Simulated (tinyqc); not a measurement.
Electron mobility in a silicon inversion layer, empirical terms and Matthiessen rule: two steps of the calculation.

Inversion layer of sheet density Ns on a uniformly doped body. The mobility terms are empirical power laws with prefactors chosen for the exercise; adding their inverses (Matthiessen) is itself an approximation.

Inputs (values chosen for the exercise); material values close to those of silicon:
- T = 300 K (temperature)
- Eg = 1.14 eV (band gap)
- eps_r = 11.7 (relative permittivity of the semiconductor)
- Nc = 2.78e19 cm^-3 (conduction-band density of states at T)
- Nv = 2.67e19 cm^-3 (valence-band density of states at T)
- Nb = 2.4e17 cm^-3 (body doping)
- Vsb = 0.3 V (reverse body bias)
- eta = 0.5 (weight of the inversion charge in the effective field)
- Ap = 414 cm^2/(V s) (phonon-limited mobility at 1 MV/cm and 300 K)
- As = 1050 cm^2/(V s) (roughness-limited mobility at 1 MV/cm)
- gs = 2 (exponent of the roughness term)
- Ac = 2300 cm^2/(V s) (Coulomb prefactor)
- Nit = 3.4e10 cm^-2 (charge at the interface)
- Ns = 6e11 cm^-2 (inversion density)
- WL = 20 (ratio W/L)
- Vd = 0.01 V (drain voltage)
- I = 5.07 uA (measured linear current)

Constants: q = 1.602176634e-19 C, kB = 1.380649e-23 J/K, Vt = kB T/q, eps0 = 8.8541878128e-14 F/cm where lengths are in cm. Results are converted to the units shown.

Question 1. Depletion charge and effective field. ni = sqrt(Nc Nv) exp(-Eg/(2 Vt)), Eg in volts; Ndep = sqrt(2 eps0 eps_r Nb (2 Vt ln(Nb/ni) + Vsb)/q); E = q (Ndep + eta Ns)/(eps0 eps_r), in MV/cm.

Give: ni; Ndep; E.

Answer 1.

ni = 7.239e9 cm^-3
Ndep = 1.926e12 cm^-2
E = 0.3443 MV/cm

The depletion charge gives 86.5 % of the field.

Question 2. Inversion density for the measured current. I = (W/L) q Ns mu Vd. E = q (Ndep + eta Ns)/(eps0 eps_r) in MV/cm. With t = T/(300 K): muC = Ac (Ns/1e12 cm^-2) t/(Nb/1e17 cm^-3 + Nit/1e11 cm^-2), muP = Ap E^(-1/3) t^(-1.75), muS = As E^(-gs); 1/mu is the sum of the inverses. Ns(new) = I/((W/L) q mu Vd).

Ns at the start = 4.2e11 cm^-2
Ndep = 1.9260970e12 cm^-2

Find: E; mu; Ns after iteration 1.

Answer 2.

E = 0.33037 MV/cm
mu = 216.91 cm^2/(V s)
Ns after iteration 1 = 7.2943e11 cm^-2

Numbers from tinyqc (`OMP_NUM_THREADS=1 python tinyqc.py 2510071 2510072 out.jsonl`; about 0.01 s on one thread of a shared Intel Xeon 2.30GHz).
